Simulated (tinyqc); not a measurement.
Changing the backscatter range beta: electron-beam lithography: double-Gaussian proximity function, edge placement and dose correction for parallel lines. Computed by tinyqc, a small Python program. Command: `OMP_NUM_THREADS=1 python tinyqc.py 3110020 3110021 out.jsonl proximity sweep`. One thread of a shared host (Intel(R) Xeon(R) Processor @ 2.30GHz), about 0.01 s of CPU time with the checks.

Lines are infinitely long. Absorbed energy is counted so that the middle of a very large area written at dose 1 receives 1; the resist develops where it exceeds 1/2.

Inputs (values chosen for the exercise, of the order of those for 50 keV electrons in resist on silicon): forward range alpha = 0.019 micrometre; backscatter ratio eta = 0.64.

line widths (micrometre): [5.3, 0.046, 9, 0.099, 5.1]

gaps between the lines (micrometre): [0.96, 0.14, 1.5, 5.1]

Method:
- The first line starts at x = 0; each next one starts after the width and the gap.
- f(r) = [exp(-r^2/alpha^2)/alpha^2 + eta exp(-r^2/beta^2)/beta^2]/(pi (1 + eta)). A line from a to b at dose d gives E(x) = d [S(alpha) + eta S(beta)]/(1 + eta), S(s) = [erf((b - x)/s) - erf((a - x)/s)]/2.
- M_ij is the mean of E at the two edges of line i from line j at dose 1.
- Uncorrected edge energies are M 1. Solve M d = 1/2 for the doses d that put the mean edge energy of every line at the threshold.

One run for each value:
```
backscatter range beta (micrometre)  largest over smallest dose
1.2                                                      1.5967
2.1                                                      1.7770
3.9                                                      1.7933
7.0                                                      1.4618
13.0                                                     1.2416
23.0                                                     1.0998
42.0                                                     1.0227
75.0                                                     1.0044
```

Over the rows, largest over smallest dose goes from 1.60 through a maximum among these rows, 1.79 at 3.90, to 1.00.

Extremes, crossings and ranges named in words are read from the listed rows.
